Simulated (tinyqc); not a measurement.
Temperatures in a stack of 3 dies with leakage feedback: one step of the calculation.

One-dimensional heat flow to a sink below die 0. The power of each die is released in a plane at its top; from the plane of die j > 0 heat crosses its silicon (ts), a bond layer and the wiring of die j - 1; from die 0 it crosses t0, paste and sink. Copper shares the path through bond and wiring in parallel: k_eff = fm km + (1 - fm) k. Silicon is taken at the temperature of the plane above it. Leakage is P_l exp((T - 350 K)/Tl).

Task. Resistances per area at 300 K. R = thickness/conductivity for each layer.

Parameters, values chosen for the exercise; conductivities of the order met in silicon, wiring layers, bonds and pastes: conductivity of silicon at 300 K k0 = 149 W/(m K); thickness of a thinned die ts = 30 um; thickness of the die next to the sink t0 = 775 um; thickness of the wiring layers tb = 12 um; conductivity of the wiring layers kb = 3 W/(m K); thickness of a bond layer tg = 1 um; conductivity of the bond dielectric kg = 1.4 W/(m K); area share of copper through bond and wiring fm = 0.01; conductivity of copper km = 390 W/(m K); paste and lid Rt = 0.19 K cm^2/W; heat sink Rs = 0.67 K cm^2/W.

Give: thick die; thinned die; k_eff of the bond; k_eff of the wiring; bond plus wiring; paste plus sink.

Result.

thick die = 0.05201 K cm^2/W
thinned die = 0.002013 K cm^2/W
k_eff of the bond = 5.286 W/(m K)
k_eff of the wiring = 6.870 W/(m K)
bond plus wiring = 0.01936 K cm^2/W
paste plus sink = 0.8600 K cm^2/W

Program tinyqc, `OMP_NUM_THREADS=1 python tinyqc.py 2162249 2162250 out.jsonl`; Intel Xeon 2.30GHz, shared host, one thread, about 0.03 s.
